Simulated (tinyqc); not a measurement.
Composition of the layer: band edges of strained Si(1-x)Ge(x) on relaxed Si(1-y)Ge(y).

Values are linear in the Ge fraction but for ED(x) = linear - CD x (1 - x) and a(x) = linear - Ca x (1 - x). Energies are on the common scale of Ev.

Coherent growth on a (001) face: e_par = (a(y) - a(x))/a(x), e_perp = -2 (C12/C11) e_par; exx = eyy = e_par, ezz = e_perp, no shear.

A valley with unit axis u lies at Ev + gap + (av + a_valley) tr(e) + Xu (u.e.u - tr(e)/3); the Delta axes are x, y, z and the L axes [111], [1-1-1], [-11-1], [-1-11]. The second-order shift of the Delta valleys under shear is left out; it lowers the pair normal to the sheared plane by tens of meV at a shear of 1 %.

Valence edges: Ev plus the levels of the 6 x 6 matrix of X, Y, Z times spin with -Dso/3 + l exx + m (eyy + ezz) on the diagonal (cyclic), n exy off it, l = av + 2 b, m = av - b, n = sqrt(3) d. Spin-orbit term (Dso/3) L.sigma on X, Y, Z with (L_k)_ij = -i epsilon_kij: <X+|H|Y+> = -i Dso/3, <X+|H|Z-> = Dso/3, <Y+|H|Z-> = -i Dso/3, <Z+|H|X-> = -Dso/3, <Z+|H|Y-> = i Dso/3, <X-|H|Y-> = i Dso/3, and their conjugates; + and - are the spin along z.

Parameters, chosen for this exercise (end members near Si and Ge, in this order; shifted at random, so the results belong to these values and not to a real crystal): a = (5.425, 5.659) angstrom (lattice constant); Dso = (0.045, 0.286) eV (spin-orbit splitting); av = (2.49, 1.22) eV (valence hydrostatic potential); b = (-2.08, -2.56) eV (tetragonal shear potential); d = (-4.87, -5.33) eV (trigonal shear potential); C11 = (164.6, 126.7) GPa; C12 = (64.3, 48.1) GPa; C44 = (79.6, 67.7) GPa; Ev = (0, 0.67) eV (top of the unstrained valence band); ED = (1.175, 0.921) eV (gap to the Delta valleys); EL = (1.987, 0.728) eV (gap to the L valleys); aD = (1.82, 1.34) eV (hydrostatic potential of the Delta gap); aL = (-3.23, -2.88) eV (hydrostatic potential of the L gap); XuD = (8.84, 9.75) eV (uniaxial potential, Delta); XuL = (15.51, 15.12) eV (uniaxial potential, L); CD = 0.191 eV (bowing of the Delta gap); Ca = 0 angstrom (bowing of the lattice constant); face = 001 (growth face); y = 0.76 (Ge fraction of the relaxed buffer).

The buffer is kept. dEc = Ec(buffer) - Ec(layer), dEv = Ev(layer) - Ev(buffer); buffer edges Ev(y) and Ev(y) + min(ED, EL). The digit behind Delta or L counts whole valleys.

Results:
```
x     e_par (%)  lowest valleys  gap (eV)  next valleys above (meV)  valence splitting (meV)  dEc (eV)  dEv (eV)
0.21       2.35          Delta2     0.731                       377                      248     0.364    -0.148
0.32       1.87          Delta2     0.768                       303                      194     0.306    -0.127
0.44       1.35          Delta2     0.814                       222                      136     0.234    -0.101
0.55       0.88          Delta2     0.859                       146                       85     0.161    -0.073
0.66       0.42          Delta2     0.905                        70                       38     0.080    -0.038
1.00      -0.99              L4     0.719                        84                       74     0.038     0.190
```

Give the missing row, x = 0.89.

Computed row:
```
x     e_par (%)  lowest valleys  gap (eV)  next valleys above (meV)  valence splitting (meV)  dEc (eV)  dEv (eV)
0.89      -0.54              L4     0.862                         4                       43    -0.017     0.102
```

The gap is 0.731 eV in the first row and 0.719 eV in the last, with its largest listed value, 0.905 eV, at x = 0.66. The lowest valleys change: Delta2 to L4 between x = 0.66 and 0.89. Per 0.1 of x the valence offset moves by +43 meV on average; the conduction offset lies between -17 and +364 meV, not monotonically. Both carriers sit on one side for x = 1.00, and on opposite sides elsewhere. Offsets below about 30 meV are within the spread of parameter sets, so those rows do not settle the type. Strains above 2 % can be kept only in layers of a few nanometres.

Run: tinyqc, `OMP_NUM_THREADS=1 python tinyqc.py 1050426 1050427 out.jsonl`; Intel(R) Xeon(R) Processor @ 2.30GHz, one thread, shared host; about 0.02 s of CPU time with all checks.
